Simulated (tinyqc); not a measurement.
On-chip interconnect, size-dependent resistivity and RC delay: one step of the calculation.

A rectangular line between two neighbours and two ground planes. Surface and grain-boundary scattering are added to the bulk resistivity as corrections; capacitances are parallel-plate values without fringing; inductance is ignored.

Problem. Ladder and Elmore delays. 5 equal pi sections: series Rs = r Lw/5; node capacitances c Lw/5, halved at nodes 0 and 5, with Cl added to node 5; Rd feeds node 0. Elmore delay of node k: the sum, over the resistors on the path to k, of resistance times all capacitance downstream of it.

Parameters, values chosen for the exercise; metal values close to those of copper: line length Lw = 180 um; driver resistance Rd = 450 ohm; load capacitance Cl = 0.2 fF.

r = 32.620851 ohm/um
c = 0.073087094 fF/um

Give: Rs; C; Elmore delay.

Solution.

Rs = 1174.4 ohm

| node | C (fF) | Elmore delay (ps) |
|---|---|---|
| 0 | 1.3156 | 6.0101 |
| 1 | 2.6311 | 20.149 |
| 2 | 2.6311 | 31.199 |
| 3 | 2.6311 | 39.158 |
| 4 | 2.6311 | 44.028 |
| 5 | 1.5156 | 45.808 |

The far-end value equals Rd (c Lw + Cl) + r Lw (c Lw/2 + Cl) for any number of pi sections; the line resistance contributes 86.9 % of it.

Range of the model: The metal width is under the mean free path, where the thick-limit surface term and the simple sum of corrections lose accuracy.

Computed by the program tinyqc: `OMP_NUM_THREADS=1 python tinyqc.py 2100084 2100085 out.jsonl`, one thread of a shared Intel Xeon 2.30GHz, about 0.01 s for the whole run.
